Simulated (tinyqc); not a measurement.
Haynes-Shockley experiment: drift, diffusion and decay of a minority-carrier pulse: one step, computed by the program tinyqc.

A thin sheet of excess carriers is made at x = 0, t = 0 in a long uniform bar; injection is low, so the pulse moves with the minority mobility.

Question. Transport coefficients. D = mu k_B T/e, v = mu F. Transit time d/v, diffusion length sqrt(D tau), drift length v tau, Peclet number v d/D = e F d/(k_B T).

Inputs (values chosen for the exercise, modelled on electrons in p-type germanium in a lightly doped bar):

| quantity | value | unit |
|---|---|---|
| minority mobility mu | 4050 | cm^2/(V s) |
| lifetime tau | 140 | microsecond |
| temperature T | 330 | K |
| field F | 24 | V/cm |
| distance d to the collector | 0.91 | cm |

Constants: k_B = 8.617333262e-05 eV/K.

Give: D; drift velocity v; transit time d/v; diffusion length; drift length v tau; Peclet number.

Answer.

D = 115.2 cm^2/s

drift velocity v = 97200 cm/s

transit time d/v = 9.362 microsecond

diffusion length = 1270 micrometre

drift length v tau = 13.608 cm

Peclet number = 768.0

The pulse must travel 0.0669 drift lengths.
